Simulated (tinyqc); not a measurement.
# Step height from the transmission

Problem. A single step up from edge 0 (mass mL) to edge U (mass mS) transmits T(E) = 4 vL vR/(vL + vR)^2 with v = k/m, k = sqrt(m (E - edge)/C), C = hbar^2/(2 m0). It is known that vR < vL. Find vR/vL and U.

Parameters, values chosen for the exercise: mass in the left lead mL = 0.041 m0; electron energy E = 0.462 eV; mass beyond the step mS = 0.073 m0.

T(E) = 0.65983789

Solution. The reflection amplitude is sqrt(1 - T(E)) = (1 - y)/(1 + y) with y = vR/vL < 1, and y^2 = (E - U) mL/(E mS).

vR/vL = 0.2632
U = 0.4050 eV

Numbers from tinyqc (`OMP_NUM_THREADS=1 python tinyqc.py 2560007 2560008 out.jsonl`; about 0.01 s on one thread of a shared Intel Xeon 2.30GHz).
